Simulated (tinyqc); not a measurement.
Gas flow in a process chamber: flow regimes, conductance, effective pumping speed, pump-down, outgassing and purge. Changing the process gas flow. Computed by tinyqc, a small Python program. Command: `OMP_NUM_THREADS=1 python tinyqc.py 3121227 3121228 out.jsonl pump sweep`. One thread of a shared host (Intel(R) Xeon(R) Processor @ 2.30GHz), about 0.01 s of CPU time with the checks.

Ideal gas, isothermal flow, a pump of constant speed at the end of a round pipe; process gas, volume gas and outgassing are given the same properties. 1 sccm = 101325 Pa x 1e-6 m^3/60 s x T/273.15 K.

Inputs (values chosen for the exercise, modelled on oxygen near room temperature):
```
quantity            value           unit
molar mass M           32          g/mol
molecular diameter   0.36             nm
viscosity eta        20.6  micropascal s
temperature T         350              K
chamber volume V       17              L
pipe diameter d        10             cm
pipe length l          27             cm
pump speed S          120            L/s
```

Constants: k_B = 1.380649e-23 J/K; u = 1.6605390666e-27 kg.

Method:
- Mean speed c = sqrt(8 k_B T/(pi m)); aperture conductance C_a = c pi d^2/16; molecular pipe C_m = C_a/(1 + 3 l/(4 d)) (Dushman form); viscous pipe C_v = pi d^4 p_mean/(128 eta l); Knudsen interpolation C = C_v + C_m (1 + x)/(1 + 1.24 x), x = d p_mean sqrt(m/(k_B T))/eta.
- Effective speed 1/S_eff = 1/S + 1/C_m; time constant V/S_eff; pressure at which the free path k_B T/(sqrt2 pi d_m^2 p) equals d.
- Steady flow: the pump inlet is at p_2 = Q/S, and the chamber pressure p_1 solves Q = C((p_1 + p_2)/2) (p_1 - p_2). Residence time = p_1 V/Q.
- Knudsen number = free path at the mean pressure over d.

One run for each value:
```
process gas flow (sccm)  chamber pressure p_1 (Pa)  conductance C (L/s)  Knudsen number  residence time (s)
0.1                                      2.499e-03                  311       3.901e+01              0.1964
0.3                                      7.515e-03                  308       1.299e+01              0.1968
1                                        2.516e-02                  304       3.886e+00              0.1976
3                                        7.525e-02                  307       1.298e+00              0.1971
10                                       2.410e-01                  356       3.984e-01              0.1894
100                                      2.001e+00                 1093       4.412e-02              0.1572
300                                      5.651e+00                 2693       1.518e-02              0.1480
1000                                     1.829e+01                 8267       4.621e-03              0.1437
3000                                     5.437e+01                24183       1.548e-03              0.1424
10000                                    1.806e+02                79884       4.651e-04              0.1419
```

Give the missing row, process gas flow (sccm) = 30.

Computed row:
```
process gas flow (sccm)  chamber pressure p_1 (Pa)  conductance C (L/s)  Knudsen number  residence time (s)
30                                       6.652e-01                  523       1.392e-01              0.1742
```

Interpolating between the two neighbouring rows (the first column on a logarithmic scale, the others too where they are positive) misses most in conductance C (L/s), by 16 %. Over the rows, chamber pressure p_1 (Pa) rises from 0.00250 to 181 (exponent d ln y / d ln x between 0.91 and 1.0); conductance C (L/s) goes from 311 through a minimum among these rows, 304 at 1.00, to 79900; Knudsen number falls from 39.0 to 4.65e-4 (exponent d ln y / d ln x about -0.98 throughout). At the low end the exponent of chamber pressure p_1 is 1.00, close to 1: constant speed and conductance.

Extremes, crossings and ranges named in words are read from the listed rows.
